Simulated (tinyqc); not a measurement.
Liquidus of a compound AB in a simple-solution melt, liquid-phase epitaxy and vapour pressures: one step, computed by the program tinyqc.

x is the atom fraction of B in the melt. The melt is a simple solution: R T ln gamma_B = W (1 - x)^2, R T ln gamma_A = W x^2, W = a + b T. The solid AB is stoichiometric.

Problem. Layer thickness. Semi-infinite melt (Hsieh): step d = 2 dT sqrt(D t/pi)/(C_S m); ramp d = (4/3) c sqrt(D/pi) t^(3/2)/(C_S m); supercooling is their sum. A melt of depth w can give at most w (undercooling)/(C_S m).

Inputs (values chosen for the exercise, modelled on InAs for the melt):
```
quantity,value,unit
saturation temperature T,955,K
step dT,7.8,K
cooling rate c,0.27,K/min
growth time t,5.7,min
diffusivity in the melt D,5.7e-05,cm^2/s
melt depth w,7.6,mm
```

Growth programme: supercooling (step, then ramp).

C_S = 1.799170e+22 1/cm^3

slope m = 3.693072e-20 K cm^3

Give: thickness d; largest thickness from this melt; sqrt(D t)/w.

Solution.

thickness d = 20.93 micrometre

largest thickness from this melt = 106.8 micrometre

sqrt(D t)/w = 0.1837

The layer uses 20 % of what the melt could give.
